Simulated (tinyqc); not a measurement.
Moment against band filling: Stoner model of a band ferromagnet.

Density of states per atom and spin: flat with a rise to the top, D(e) = (M/W) [1 - sp + 4 sp (e/W + 1/2)^3]. Levels e -/+ I m/2 for up and down spin, m = n_up - n_down, n_up + n_down = nd. At zero temperature e(N) is the energy below which N states lie, and E(m) = sum over spins of integral e D de - I m^2/4.

Values chosen for the exercise:
- W = 5.9 eV (band width, e from -W/2 to W/2)
- M = 5 (states per atom and spin)
- sp = 0.3 (shape parameter)
- I = 0.67 eV (Stoner parameter)

Rigid band, I fixed: a Slater-Pauling curve.

Results:

| nd | I D(EF) | m (muB) | m_max |
|---|---|---|---|
| 3.0 | 0.446 | 0.000 | 3.0 |
| 4.0 | 0.502 | 0.000 | 4.0 |
| 5.0 | 0.577 | 0.000 | 5.0 |
| 6.0 | 0.666 | 0.000 | 4.0 |
| 6.5 | 0.714 | 0.000 | 3.5 |
| 7.0 | 0.763 | 0.000 | 3.0 |
| 7.5 | 0.814 | 0.000 | 2.5 |
| 8.0 | 0.866 | 0.000 | 2.0 |
| 8.5 | 0.919 | 0.000 | 1.5 |
| 9.0 | 0.972 | 0.000 | 1.0 |
| 9.5 | 1.025 | 0.500 | 0.5 |

Magnetic fillings among those listed: 9.5; the largest moment is 0.50 at nd = 9.5. At 9.5 the moment is saturated and follows m_max, changing by one per electron.

(tinyqc, `OMP_NUM_THREADS=1 python tinyqc.py 1651948 1651949 out.jsonl`, Intel(R) Xeon(R) Processor @ 2.30GHz, 1 thread, shared host, about 0.1 s.)
